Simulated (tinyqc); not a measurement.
Quarter-wave Bragg mirror and the threshold of a vertical cavity: effect of the number of pairs.

N pairs of lossless layers, each a quarter wave thick at lam, in the order nH, nL from the incident medium n0 to the exit medium ns; normal incidence, no dispersion. At wavelength lam + dw each layer has the phase d = (pi/2) lam/(lam + dw) and the matrix [[cos d, i sin d/n], [i n sin d, cos d]].

At the design wavelength Y = ns (nH/nL)^(2 N), T0 = 4 n0 Y/(n0 + Y)^2; stop band, to first order in its width, (4 lam/pi) arcsin((nH - nL)/(nH + nL)); layer thicknesses lam/(4 n).

Values chosen for this exercise; indices close to those of titanium oxide and silicon dioxide:
- lam = 633 nm (design wavelength)
- nH = 2.322 (high index)
- nL = 1.453 (low index)
- n0 = 1 (index of the incident medium)
- ns = 1.5 (index of the exit medium)

Effect of the number of pairs:
```
N	T0 (%)	stack thickness (um)
2	33.655	0.35413
3	14.801	0.53120
4	6.0770	0.70826
6	0.95659	1.0624
7	0.37566	1.2395
8	0.14727	1.4165
9	0.057691	1.5936
10	0.022594	1.7707
```

Read the table: what changes, and by how much?

The transmission T0 falls from 33.7 to 0.0226 %, by a factor of 2.55 a pair at the end.

Numbers from tinyqc (`OMP_NUM_THREADS=1 python tinyqc.py 2650124 2650125 out.jsonl`; about 0.01 s on one thread of a shared Intel Xeon 2.30GHz).
